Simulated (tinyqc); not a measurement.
Six-band k.p model of the valence band of a wurtzite crystal: sweeps and comparisons. A value that a table varies takes the place of the one given here.

At k = 0: E1 = D1c + D2c + Te + Le (pure HH); E2, E3 = Le + u +/- sqrt(u^2 + 2 D3c^2), u = (D1c - D2c + Te)/2, D1c = Dcr, D2c = D3c = Dso/3. The weight of LH in state 2 is fL = (E2 - Le)^2/((E2 - Le)^2 + 2 D3c^2). Relative strengths of transitions to the conduction band: for E perpendicular to c (TE) 1/2, fL/2, (1 - fL)/2; for E along c (TM) 0, 1 - fL, fL, with one momentum element for both directions.

Strain of a c-plane layer: exx = eyy = e_par, ezz = -2 (C13/C33) e_par; Le = D1 ezz + D2 (exx + eyy), Te = D3 ezz + D4 (exx + eyy).

Conduction edge: Ec = (top of the unstrained valence band) + Eg + (a1 + D1) ezz + (a2 + D2)(exx + eyy).
Constants: kB = 8.617333262e-05 eV/K.

Inputs chosen for the exercise (of the order of those of hexagonal CdSe; not measured data):
- Dcr = 0.0326 eV (crystal-field splitting)
- Dso = 0.4359 eV (spin-orbit splitting)
- Eg = 1.855 eV (direct gap at Gamma from the top of the unstrained valence band)
- a1 = -0.72 eV (gap potential along c)
- a2 = -3.85 eV (gap potential in the plane)
- D1 = -1.01 eV
- D2 = 1.04 eV
- D3 = 3.8 eV
- D4 = -2.2 eV
- C13 = 37 GPa
- C33 = 80 GPa
- T = 100 K (temperature)
- e_par = -0.007 (exx = eyy of a c-plane layer)

## Strain and the order of the valence edges

Edges from the unstrained top. Degree of polarisation (TE - TM)/(TE + TM), each state weighted by exp(E/kT) alone (equal densities of states).

Results:

| e_par (%) | E1 (meV) | E2 (meV) | E3 (meV) | fL | lowest transition (eV) | polarisation |
|---|---|---|---|---|---|---|
| -0.80 | 39.2 | -19.7 | -433.7 | 0.440 | 1.8480 | 0.998 |
| -0.60 | 29.4 | -20.5 | -436.6 | 0.422 | 1.8497 | 0.993 |
| -0.40 | 19.6 | -21.0 | -439.9 | 0.403 | 1.8515 | 0.979 |
| -0.20 | 9.8 | -21.2 | -443.5 | 0.385 | 1.8532 | 0.936 |
| 0.00 | 0.0 | -21.2 | -447.3 | 0.368 | 1.8550 | 0.810 |
| 0.20 | -9.8 | -20.8 | -451.4 | 0.351 | 1.8568 | 0.505 |
| 0.40 | -19.6 | -20.2 | -455.8 | 0.334 | 1.8585 | 0.029 |
| 0.60 | -29.4 | -19.4 | -460.5 | 0.318 | 1.8502 | -0.368 |
| 0.80 | -39.2 | -18.3 | -465.3 | 0.303 | 1.8411 | -0.562 |

What can be read from the table?

E1 = E2 requires Dcr + Te = 0, which here falls at e_par = 0.41 %, inside the sweep: state 1 is on top for smaller e_par and state 2 beyond. The polarisation goes from +1.00 to -0.56 and changes sign between 0.40 and 0.60 %; the lowest transition moves by -4 meV per 1 % on average, not monotonically: it peaks at e_par = 0.40 % among these rows. The deformation potentials of this set are rough, and the small net slope can differ from measurement even in sign.

## Crystal field against spin-orbit coupling

No strain; Dcr is varied.

Results:

| Dcr (meV) | Dcr/Dso | E1 (meV) | E2 (meV) | E3 (meV) | E1 - E2 (meV) | E1 - E3 (meV) | fL |
|---|---|---|---|---|---|---|---|
| -1162.4 | -2.67 | -1017.1 | 31.5 | -1339.2 | -1048.6 | 322.1 | 0.023 |
| -581.2 | -1.33 | -435.9 | 54.1 | -780.6 | -490.0 | 344.7 | 0.065 |
| -290.6 | -0.67 | -145.3 | 81.6 | -517.5 | -226.9 | 372.2 | 0.136 |
| -145.3 | -0.33 | 0.0 | 106.4 | -397.0 | -106.4 | 397.0 | 0.211 |
| 0.0 | 0.00 | 145.3 | 145.3 | -290.6 | 0.0 | 435.9 | 0.333 |
| 145.3 | 0.33 | 290.6 | 205.5 | -205.5 | 85.1 | 496.1 | 0.500 |
| 290.6 | 0.67 | 435.9 | 290.6 | -145.3 | 145.3 | 581.2 | 0.667 |
| 581.2 | 1.33 | 726.5 | 517.5 | -81.6 | 209.0 | 808.1 | 0.864 |
| 1162.4 | 2.67 | 1307.7 | 1057.0 | -39.9 | 250.7 | 1347.6 | 0.964 |

How do the results move?

At Dcr = 0 the cubic pattern returns: E1 = E2, E3 lies Dso = 435.9 meV lower and fL = 0.333 (1/3). For large positive Dcr, E1 - E2 tends to 2 Dso/3 = 290.6 meV (last row 250.7) and state 2 turns LH-like; for negative Dcr state 2 rises to the top and turns CH-like (98 % in the first row). In every row the two splittings add up to Dcr + Dso and multiply to (2/3) Dcr Dso.

## What each parameter does

Splittings at k = 0 under the strain, fL and the lowest transition. Each row changes one parameter from the base and keeps the others.

Results:

| case | E1 - E2 (meV) | E1 - E3 (meV) | fL | lowest transition (eV) |
|---|---|---|---|---|
| base | 54.48 | 469.43 | 0.4310 | 1.8488 |
| Dso = 0.34872 eV | 53.37 | 383.36 | 0.4572 | 1.8488 |
| C33 = 64 GPa | 57.96 | 472.10 | 0.4383 | 1.8415 |
| D3 = 3.04 eV | 51.67 | 467.32 | 0.4252 | 1.8538 |
| a1 = -0.864 eV | 54.48 | 469.43 | 0.4310 | 1.8479 |
| e_par = -0.0056 | 48.10 | 464.72 | 0.4179 | 1.8501 |
| C13 = 29.6 GPa | 51.67 | 467.32 | 0.4252 | 1.8547 |
| Dcr = 0.03912 eV | 58.16 | 472.26 | 0.4387 | 1.8488 |
| a2 = -3.08 eV | 54.48 | 469.43 | 0.4310 | 1.8381 |

How do the results move?

The largest shifts from the base row, up to three for each result and ties (the steps differ in size, so this ranks the rows, not the parameters). E1 - E2 (meV): e_par -6.38, Dcr +3.68, C33 +3.48; unchanged at the printed digits by a1 and a2. E1 - E3 (meV): Dso -86.07, e_par -4.70, Dcr +2.84; unchanged at the printed digits by a1 and a2. fL: Dso +0.0263, e_par -0.0130, Dcr +0.0077; unchanged at the printed digits by a1 and a2. lowest transition (eV): a2 -0.0108, C33 -0.0073, C13 +0.0059; unchanged at the printed digits by Dso and Dcr. D1 and D2 shift all valence edges and the conduction edge alike, so they drop out of splittings and transitions.

(tinyqc, `OMP_NUM_THREADS=1 python tinyqc.py 1050265 1050266 out.jsonl`, Intel(R) Xeon(R) Processor @ 2.30GHz, 1 thread, shared host, about 0.01 s.)
